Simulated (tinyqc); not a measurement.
# Read current of a NAND string, cells in series solved by shooting: effects of single changes

Cells in series, numbered from 0 at the source line (0 V) to the bit line, each followed by a gap resistance Rg. A cell with gate Vg, threshold VT, source Vs and drain Vd passes I = 2 nf K Vt^2 [F(Vs) - F(Vd)]/(1 + th max(Vg - VT, 0)), F(V) = ln^2(1 + exp((Vg - VT - nf V)/(2 nf Vt))). The selected cell has Vg = Vr, the others Vg = Vp.

Parameters, values chosen for the exercise; values of the order met in vertical NAND strings:
```
symbol  value    unit                                 meaning
T         358       K                             temperature
K          18  uA/V^2                   gain factor of a cell
nf        1.6                                    slope factor
th       0.06     1/V               mobility reduction factor
Rg        1.5    kohm     resistance of the gap between cells
Vbl       0.4       V                        bit-line voltage
Vp        7.7       V                            pass voltage
Ve       -0.7       V             threshold of an erased cell
Vh        3.1       V          threshold of the highest state
Vx          3       V          threshold of the selected cell
Is         10      nA                         sensing current
Vr       3.83       V  read voltage on the selected word line
```

Constants: q = 1.602176634e-19 C, kB = 1.380649e-23 J/K, Vt = kB T/q. Results are converted to the units shown.

Each table varies one quantity; the others keep the values above.

## Read current against the number of cells

For a trial current I start at 0 V and, cell by cell, solve for the drain: sqrt(F(Vd)) = sqrt(F(Vs) - I/k), k = 2 nf K Vt^2/(1 + th max(Vg - VT, 0)), Vd = [Vg - VT - 2 nf Vt ln(exp(sqrt F) - 1)]/nf, then add I Rg. The string current is the I for which the last node reaches Vbl. The apparent threshold is the Vr at which I = Is. Background: all other cells erased (VT = Ve) or all in the highest state (VT = Vh); ratio and shift are high over erased and high minus erased. The selected cell is in the middle, cell n/2.

Results:

| n | I, others erased (uA) | I, others high (uA) | ratio | apparent VT, erased (V) | apparent VT, high (V) | background shift (mV) |
|---|---|---|---|---|---|---|
| 8 | 1.978 | 1.628 | 0.8233 | 2.939 | 2.939 | 0.3498 |
| 16 | 1.354 | 1.031 | 0.7614 | 2.939 | 2.940 | 0.6997 |
| 64 | 0.4640 | 0.3192 | 0.6879 | 2.944 | 2.947 | 2.803 |
| 96 | 0.3224 | 0.2185 | 0.6776 | 2.947 | 2.951 | 4.209 |
| 128 | 0.2470 | 0.1661 | 0.6723 | 2.950 | 2.955 | 5.617 |
| 192 | 0.1683 | 0.1122 | 0.6668 | 2.955 | 2.964 | 8.443 |

Estimate the missing row, n = 32.

Computed row:

| n | I, others erased (uA) | I, others high (uA) | ratio | apparent VT, erased (V) | apparent VT, high (V) | background shift (mV) |
|---|---|---|---|---|---|---|
| 32 | 0.8268 | 0.5919 | 0.7160 | 2.941 | 2.942 | 1.400 |

With this row back in the table: With erased neighbours the current falls from 1.98 to 0.168 uA, as n^(-0.55) between the first two rows and n^(-0.95) between the last two (-1 once the series resistance rules). The ratio falls from 0.823 to 0.667 and the background shift rises from 0.350 to 8.44 mV.

## Effect of the bit-line voltage

Same model as above.

The string has 128 cells and the selected one is cell 64.

Effect of the bit-line voltage:

| Vbl (V) | I, others erased (uA) | I, others high (uA) | ratio | apparent VT, erased (V) | apparent VT, high (V) | background shift (mV) |
|---|---|---|---|---|---|---|
| 0.1 | 0.06472 | 0.04422 | 0.6833 | 2.955 | 2.962 | 7.085 |
| 0.2 | 0.1276 | 0.08671 | 0.6793 | 2.950 | 2.955 | 5.678 |
| 0.3 | 0.1885 | 0.1274 | 0.6756 | 2.950 | 2.955 | 5.620 |
| 0.4 | 0.2470 | 0.1661 | 0.6723 | 2.950 | 2.955 | 5.617 |
| 0.5 | 0.3024 | 0.2025 | 0.6698 | 2.950 | 2.955 | 5.617 |
| 0.6 | 0.3535 | 0.2364 | 0.6688 | 2.950 | 2.955 | 5.617 |
| 0.7 | 0.3980 | 0.2669 | 0.6708 | 2.950 | 2.955 | 5.617 |
| 0.8 | 0.4313 | 0.2927 | 0.6787 | 2.950 | 2.955 | 5.617 |

What does the table show?

As Vbl goes from 0.1 to 0.8 V, the current with erased neighbours rises from 0.0647 to 0.431 uA, that with high neighbours rises from 0.0442 to 0.293 uA and the ratio goes from 0.683 through a minimum of 0.669 (at Vbl = 0.6 among the rows listed) to 0.679. The background shift falls from 7.08 to 5.62 mV.

tinyqc, about 0.9 s, one thread, Intel Xeon 2.30GHz (shared host): `OMP_NUM_THREADS=1 python tinyqc.py 2142146 2142147 out.jsonl`
